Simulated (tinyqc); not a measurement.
p-type polysilicon, carrier trapping at grain boundaries: one step of the calculation.

One-dimensional grains of size Lg, uniform ionised doping N, monovalent traps Qt at each boundary at a depth Et below (for electrons) or above (for holes) the band edge there, abrupt depletion of width W on each side of a boundary, Boltzmann statistics. xi is the distance from the band edge at the grain centre to the Fermi level. Trapped charge Qt/(1 + exp((xi + VB - Et)/Vt)) = 2 N W, barrier VB = q N W^2/(2 eps0 eps_r).

Problem. Resistivity and effective mobility. n0 = NB exp(-xi/Vt); mean density n0 (1 - 2 W/Lg) by charge balance in a partly depleted grain, and n0 (sqrt(pi)/2) erf(u)/u with u = sqrt(VB/Vt) in a fully depleted one; v = sqrt(kB T/(2 pi ms m0)); barrier resistivity Vt exp(VB/Vt)/(q fe n0 v Lg); grain resistivity (1 - 2 W/Lg)/(q n0 mug); effective mobility 1/(q mean density total resistivity).

Values chosen for this exercise; values of the order met in polycrystalline silicon:
```
symbol    value        unit                                 meaning
T           300           K                             temperature
NB      2.65e19       cm^-3     valence-band density of states at T
Lg           19          nm                              grain size
ms         0.52          m0            mass for thermionic emission
fe          0.5              correction factor of the emission rate
mug         220  cm^2/(V s)              mobility inside the grains
```

Constants: q = 1.602176634e-19 C, kB = 1.380649e-23 J/K, m0 = 9.1093837015e-31 kg, Vt = kB T/q. Results are converted to the units shown.

W = 9.5 nm
xi = 0.43492826 V
VB = 0.018145392 V

Give: n0; mean density; v; barrier resistivity; grain resistivity; resistivity; effective mobility.

Solution.

n0 = 1.3085e12 cm^-3
mean density = 1.0574e12 cm^-3
v = 3.7305e6 cm/s
barrier resistivity = 70202 ohm cm
grain resistivity = 0.0000 ohm cm
resistivity = 70202 ohm cm
effective mobility = 84.084 cm^2/(V s)

The resistivity is 6.43e5 times that of a single crystal with the same N and mobility mug, and the mean density is 4.07e-4 % of N.

tinyqc, about 0.01 s, one thread, Intel Xeon 2.30GHz (shared host): `OMP_NUM_THREADS=1 python tinyqc.py 2830299 2830300 out.jsonl`
